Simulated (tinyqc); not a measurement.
A spin-degenerate level with charging energy between two leads, rate equations: one step of the calculation.

States 0, up, down and 2 with energies 0, e1 - Ez/2, e1 + Ez/2 and 2 e1 + U. mu_L = +V/2, mu_R = -V/2 (meV), f(x) = 1/(1 + exp(x/kB T)). A transition that adds one electron of given spin at the energy E has the rate G f(E - mu) from each lead, and its reverse G [1 - f(E - mu)]. I counts electrons leaving the left lead, times q.

Question. Transition energies and Fermi factors. Transition energies: 0-up e1 - Ez/2, 0-down e1 + Ez/2, up-2 e1 + U + Ez/2, down-2 e1 + U - Ez/2.

Inputs (values chosen for the exercise):
- U = 7.1 meV (charging energy of the second electron)
- e1 = 3.06 meV (level)
- T = 7.3 K (temperature)
- V = 9.4 mV (bias)
- Ez = 2.1 meV (Zeeman splitting)

Constants: q = 1.602176634e-19 C, kB = 1.380649e-23 J/K, Vt = kB T/q. Results are converted to the units shown.

Give: E; fL; fR.

Answer.

```
transition,E (meV),fL,fR (1e-5)
0-up,2.01,0.9863,2.331
0-down,4.11,0.7187,0.083
up-2,11.21,0.0000,0.000
down-2,9.11,0.0009,0.000
```

Range of the model: Rate equations need hbar G well below kB T; cotunnelling and the Kondo effect are left out.

Computed by the program tinyqc: `OMP_NUM_THREADS=1 python tinyqc.py 2780134 2780135 out.jsonl`, one thread of a shared Intel Xeon 2.30GHz, about 0.01 s for the whole run.
